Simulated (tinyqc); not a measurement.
Hubbard chain of 3 sites, step by step. One step of it, computed by the program tinyqc.

Task: Mean-field iteration 1. H(up) = T + U n(down), H(down) = T + U n(up); fill the lowest levels; n(new) = n + mixing (n(out) - n); E = tr T (rho up + rho down) + U sum n_up n_down of the output.

one-body matrix (hopping and site energies) (eV), lower triangle:
```
           1          2          3
1  -0.370000
2  -1.190000   0.190000
3   0.000000  -1.190000  -0.540000
```

U = 3.600000 eV

electrons, up and down: 2  1

mixing = 0.200000

n(up) at the start (a guess, not normalised): 1 0.967000, 2 0.367000, 3 0.967000

n(down) at the start (a guess): 1 0.033000, 2 0.633000, 3 0.033000

Give: levels, up; levels, down; energy; n(up) after iteration 1; n(down) after iteration 1.

Result:

levels, up (eV): -1.1319  -0.3291  3.2574

levels, down (eV): 0.4223  3.0224  4.1189

energy = -2.1997 eV

n(up) after iteration 1: 1 0.9547, 2 0.3296, 3 0.9564

n(down) after iteration 1: 1 0.0540, 2 0.6473, 3 0.0579
